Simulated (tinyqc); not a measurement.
Vertical double-diffused power MOSFET, components of the on-resistance: one step of the calculation.

Stripe cells of pitch Wp + a, two channels a cell. Current flows through the channels, spreads in the accumulation layer, passes the gap between the p bodies and spreads at 45 degrees into the drift layer below them. Low drain voltage, full ionisation.

Task. Drift layer. Triangular field at breakdown with Ec = Kc N^(1/8): BV = eps0 eps_r Ec^2/(2 q N), so N = (eps0 eps_r Kc^2/(2 q BV))^(4/3); W = 2 BV/Ec; mu = mud (T/300 K)^(-bt); rho = 1/(q mu N); ideal resistance rho W.

Inputs (values chosen for the exercise); bulk values close to those of silicon:
```
symbol  value                    unit                                     meaning
T         350                       K                                 temperature
eps_r    11.8                                               relative permittivity
Kc       4170  V/cm per (cm^-3)^(1/8)                     critical-field constant
BV         30                       V  rated breakdown voltage of the drift layer
mud      1230              cm^2/(V s)                     drift mobility at 300 K
bt        2.5                          temperature exponent of the drift mobility
```

Constants: q = 1.602176634e-19 C, eps0 = 8.8541878128e-14 F/cm where lengths are in cm. Results are converted to the units shown.

Wanted: drift doping N; Ec; drift thickness W; electron mobility mu at T; drift resistivity rho; ideal resistance.

Result.

drift doping N = 2.337e16 cm^-3
Ec = 0.4637 MV/cm
drift thickness W = 1.294 um
electron mobility mu at T = 836.6 cm^2/(V s)
drift resistivity rho = 0.3193 ohm cm
ideal resistance = 0.04131 mohm cm^2

Numbers from tinyqc (`OMP_NUM_THREADS=1 python tinyqc.py 2230148 2230149 out.jsonl`; about 0.01 s on one thread of a shared Intel Xeon 2.30GHz).
